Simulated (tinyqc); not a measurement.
Lorentz oscillators and the Kramers-Kronig relations: one step. The f-sum on the grid. Two cases, with inputs chosen for the exercise.

Question. W(E_M) = (2/pi) h sum_j E_j eps2_j, with half weight on the last point; the full integral equals sum S_j = (hbar omega_p)^2, and the electron density follows from (hbar omega_p)^2 = 8 pi c (e^2/(4 pi eps0)) N with c = hbar^2/2m0.

Constants: hbar^2/2m0 = 3.80998211 eV angstrom^2; e^2/(4 pi eps0) = 14.39964547 eV angstrom.

Give: W(E_M); sum S; share reached on this grid (a step near the line widths can inflate it); hbar omega_p; N.

Case 1.

Values chosen (out of a larger set: line positions loosely like those of GaN; Lorentz tails absorb below the gap, where the real solid is clear; not measured data): h = 0.8 eV (grid step); M = 40 (grid points E_j = j h); S = (10.8, 73, 106.5) eV^2 (strengths).

eps2(E_j), j = 1 .. M: [0.077453, 0.176520, 0.344138, 0.764409, 2.325365, 1.913568, 2.126079, 7.888327, 7.658310, 4.049736, 6.359038, 5.058712, 2.234604, 1.112784, 0.647291, 0.418968, 0.291621, 0.213728, 0.162747, 0.127626, 0.102444, 0.083802, 0.069637, 0.058637, 0.049936, 0.042946, 0.037252, 0.032558, 0.028649, 0.025361, 0.022574, 0.020193, 0.018145, 0.016372, 0.014828, 0.013478, 0.012290, 0.011241, 0.010310, 0.009482]

Answer.

W(E_M) = 178.88 eV^2
sum S = 190.30 eV^2
share reached on this grid (a step near the line widths can inflate it) = 0.940
hbar omega_p = 13.795 eV
N = 1.38e+23 1/cm^3

Case 2.

Values chosen: h = 0.5 eV (grid step); M = 30 (grid points E_j = j h); S = (81.9, 72.8) eV^2 (strengths).

eps2(E_j), j = 1 .. M: [0.028158, 0.057919, 0.091140, 0.130255, 0.178815, 0.242469, 0.330984, 0.462827, 0.676918, 1.067607, 1.911077, 4.225500, 11.080526, 9.982009, 4.304391, 2.965888, 3.289424, 4.366046, 4.340602, 2.888340, 1.735058, 1.094472, 0.739201, 0.528844, 0.395701, 0.306558, 0.244087, 0.198660, 0.164613, 0.138448]

Answer.

W(E_M) = 142.51 eV^2
sum S = 154.70 eV^2
share reached on this grid (a step near the line widths can inflate it) = 0.921
hbar omega_p = 12.438 eV
N = 1.12e+23 1/cm^3

Computed by tinyqc, one run a case: `OMP_NUM_THREADS=1 python tinyqc.py N N+1 out.jsonl` with N = 1680014, 1681172; one thread of a shared Intel(R) Xeon(R) Processor @ 2.30GHz, about 0.2 s a run at most.
